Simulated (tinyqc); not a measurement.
MOS capacitor on a p-type substrate, surface potential from the exact charge relation: effect of the temperature on threshold and swing.

Uniform p-type substrate, Boltzmann statistics, full ionisation, classical densities. psi is the surface potential against the body (positive when the bands bend down) and u = psi/Vt. Traps are spread evenly over the gap and neutral at flat band, so their charge is -q Dit psi; the minority quasi-Fermi level is shifted by Vb.

Nc and Nv are given at 300 K and scale as (T/300 K)^1.5; Eg is held fixed. ni = sqrt(Nc Nv) exp(-Eg/(2 Vt)), Eg in volts; phiF = Vt ln(N/ni); Cox = eps0 eox/tox; Vfb = phiM - chi - (Eg - Vt ln(Nv/N)) - q Nf/Cox; VT = Vfb + [(2 phiF + Vb)(1 + q Dit/Cox) + sqrt(2 eps0 eps_r q N (2 phiF + Vb))/Cox]. gamma = sqrt(2 eps0 eps_r q N)/Cox; Wm = sqrt(2 eps0 eps_r (2 phiF + Vb)/(q N)); m = 1 + (eps0 eps_r/Wm + q Dit)/Cox; swing m Vt ln 10; Cmin/Cox = 1/(1 + Cox Wm/(eps0 eps_r)).

Parameters, values chosen for the exercise; band and dielectric values those of a made-up semiconductor:
- Eg = 0.989 eV (band gap)
- eps_r = 14.1 (relative permittivity)
- Nc = 3.28e19 cm^-3 (conduction-band density of states at the reference temperature)
- Nv = 3.17e19 cm^-3 (valence-band density of states at the reference temperature)
- chi = 3.29 eV (electron affinity)
- N = 1.5e16 cm^-3 (acceptor density of the substrate)
- eox = 3.9 (relative permittivity of the gate insulator (close to silicon dioxide))
- tox = 5.4 nm (insulator thickness)
- phiM = 3.54 eV (gate work function)
- Nf = -8.8e10 cm^-2 (fixed charge at the interface, in units of q)
- Dit = 6.9e10 cm^-2 eV^-1 (density of interface traps)
- Vb = 0 V (reverse bias of the inversion layer against the body)

Constants: q = 1.602176634e-19 C, kB = 1.380649e-23 J/K, Vt = kB T/q, eps0 = 8.8541878128e-14 F/cm where lengths are in cm. Results are converted to the units shown.

The same in every row: gamma (V^0.5) = 0.1211.

Results:
```
T (K)	Vfb (V)	2 phiF (V)	VT (V)	Wm (nm)	m	swing (mV/decade)	Cmin/Cox
200	-0.5955	0.7455	0.2675	278.3	1.087	43.15	0.06555
280	-0.5347	0.6237	0.1954	254.6	1.094	60.78	0.07123
320	-0.5032	0.5605	0.1577	241.3	1.098	69.73	0.07485
360	-0.4710	0.4960	0.1189	227.0	1.103	78.81	0.07919
400	-0.4382	0.4303	0.07900	211.4	1.110	88.07	0.08453
```

Estimate the missing row, T = 240 K.

Computed row:
```
T (K)	Vfb (V)	2 phiF (V)	VT (V)	Wm (nm)	m	swing (mV/decade)	Cmin/Cox
240	-0.5655	0.6855	0.2321	266.9	1.090	51.93	0.06817
```

With this row back in the table: As T goes from 200 to 400, VT falls from 0.267 to 0.0790 V, the swing rises from 43.2 to 88.1 mV/decade and Cmin/Cox rises from 0.0656 to 0.0845. Of the change of VT by -0.188 V, 0.157 V comes from Vfb and -0.346 V from the band bending and the charge it takes. VT changes by -0.942 mV/K on average.

Computed by the program tinyqc: `OMP_NUM_THREADS=1 python tinyqc.py 2060088 2060089 out.jsonl`, one thread of a shared Intel Xeon 2.30GHz, about 0.01 s for the whole run.
